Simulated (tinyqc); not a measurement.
Thin-body transistor below threshold, two-dimensional Poisson equation on a small mesh: one step of the calculation.

A thin body on a thick buried insulator of low permittivity, taken as carrying no normal field at the bottom of the body (row 0). Mobile charge is neglected (subthreshold), the body is fully depleted, and potentials are counted from the intrinsic level; rows run upward to the gate, columns from source to drain.

Task. Coefficients of the five-point equations. Mesh: rows i = 0..2 in the semiconductor (step hs = tb/2, row 2 on the interface), then 1 step(s) ho = tox/1 up to the gate row 3; columns j = 0..5 (step hy = L/5). Box integration, divided by eps0: up_i = eps hy/h of the interval above row i, dn_i = that of the interval below (0 for row 0), lat_i = (sum of eps h/2 over the intervals above and below)/hy, s_i = -q Na w_i hy/eps0 with w_i the semiconductor height of the box (hs/2 for row 0 and the interface row, hs between, 0 in the insulator). Each free node obeys (up + dn + 2 lat) psi = up psi(above) + dn psi(below) + lat [psi(left) + psi(right)] + s.

Values chosen for this exercise; semiconductor permittivity close to that of silicon: relative permittivity of the semiconductor eps_r = 11.6; relative permittivity of the insulator eox = 25; body thickness tb = 3 nm; insulator thickness tox = 6.1 nm; channel length L = 22 nm; acceptor density of the depleted body Na = 3.3e17 cm^-3.

Constants: q = 1.602176634e-19 C, eps0 = 8.8541878128e-14 F/cm where lengths are in cm. Results are converted to the units shown.

Give: up; dn; lat; s.

Result.

```
row      up      dn     lat      s (V)
0    34.027       0  1.9773  -0.019706
1    34.027  34.027  3.9545  -0.039411
2    18.033  34.027  19.307  -0.019706
```

Numbers from tinyqc (`OMP_NUM_THREADS=1 python tinyqc.py 2480095 2480096 out.jsonl`; about 0.09 s on one thread of a shared Intel Xeon 2.30GHz).
